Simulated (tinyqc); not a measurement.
MOS inversion layer, Poisson-Schroedinger loop: two steps of the calculation.

Electrons confined at an insulator interface at z = 0, treated as a hard wall; parabolic valleys, Hartree approximation, no image or exchange terms. The depletion charge lies far deeper than the electrons and gives a uniform field q Nd/(eps0 eps_r); the gate balances all charge. Energies are counted from the band edge at the interface.

Parameters, values chosen for the exercise; masses and permittivity close to those of gallium nitride: temperature T = 300 K; mass along z of valley set A (1 valley(s)) mz1 = 0.199 m0; in-plane density-of-states mass of set A md1 = 0.197 m0; sheet density of electrons Ns = 4.2e11 cm^-2; mesh step hz = 1.7 nm.

Constants: q = 1.602176634e-19 C, kB = 1.380649e-23 J/K, hbar = 1.054571817e-34 J s, m0 = 9.1093837015e-31 kg, Vt = kB T/q, hbar^2/(2 m0) = 0.0380998212 eV nm^2. Results are converted to the units shown.

Question 1. Fermi level and occupations. Level k holds N_k = D_k Vt ln(1 + exp((EF - E_k)/Vt)) with D = md1 m0 q/(pi hbar^2) per eV (spin included); EF is fixed by sum N_k = Ns.

levels (eV): A1 0.037133019, A2 0.064421861

Give: EF; N_k.

Answer 1.

EF = -0.01095 eV
N_k (cm^-2): A1 3.078e11, A2 1.122e11

Question 2. Levels and probability densities. Tridiagonal Hamiltonian with psi = 0 one step beyond both ends: H_ii = C (1/m_(i-1/2) + 1/m_(i+1/2))/hz^2 + V0_i + U_i, H_(i,i+1) = -C/(m_(i+1/2) hz^2), C = hbar^2/(2 m0). The lowest 2 level(s) are kept, normalised to hz sum |psi|^2 = 1. The mass is the same on all intervals.

fixed potential V0, node 1 to 15 (eV): [0.00788762, 0.01577524, 0.02366286, 0.03155048, 0.03943810, 0.04732572, 0.05521334, 0.06310096, 0.07098858, 0.07887620, 0.08676382, 0.09465144, 0.10253906, 0.11042668, 0.11831430]
U after round 1, node 1 to 15 (eV): [0.009662334, 0.018306114, 0.024760786, 0.029174810, 0.032144651, 0.034025137, 0.035063166, 0.035544345, 0.035730791, 0.035791715, 0.035808703, 0.035812783, 0.035813626, 0.035813769, 0.035813785]

Give: levels; |psi|^2 of A1; |psi|^2 of A2.

Answer 2.

levels (eV): A1 0.059354, A2 0.093577
|psi|^2 of A1, node 1 to 15 (1/nm): [0.10735, 0.20119, 0.15866, 0.07974, 0.02968, 0.00883, 0.00220, 0.00047, 0.00009, 0.00001, 0.00000, 0.00000, 0.00000, 0.00000, 0.00000]
|psi|^2 of A2, node 1 to 15 (1/nm): [0.07439, 0.05405, 0.00027, 0.06468, 0.13393, 0.12681, 0.07870, 0.03647, 0.01347, 0.00411, 0.00107, 0.00024, 0.00005, 0.00001, 0.00000]

Computed by the program tinyqc: `OMP_NUM_THREADS=1 python tinyqc.py 2160111 2160112 out.jsonl`, one thread of a shared Intel Xeon 2.30GHz, about 0.5 s for the whole run.
